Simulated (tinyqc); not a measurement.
Avalanche multiplication and breakdown of a junction from ionisation integrals: one step, computed by the program tinyqc.

Ionisation coefficients follow the local field. Position x runs through the depletion layer from the p side (x = 0), where electrons enter, to the n side (x = w), where holes enter. The built-in voltage is neglected.

Question. Coefficients at the critical field. alpha_n = a_n exp(-(b_n/F)^c), alpha_p = a_p exp(-(b_p/F)^c).

Inputs (values chosen for the exercise, modelled on diamond):
```
quantity                   value  unit
electron prefactor a_n  2.07e+08  1/cm
electron field b_n      7.39e+07  V/cm
hole prefactor a_p      4.92e+06  1/cm
hole field b_p          1.43e+07  V/cm
exponent c                     1     -
```

Junction: one-sided abrupt p+n.

critical field F_m = 4.541107 MV/cm

Give: alpha_n; alpha_p; ratio k = alpha_p/alpha_n; shorter ionisation length.

Answer.

alpha_n = 17.72 1/cm

alpha_p = 2.110e+05 1/cm

ratio k = alpha_p/alpha_n = 11910

shorter ionisation length = 0.04738 micrometre

Holes ionise more readily at the peak field.
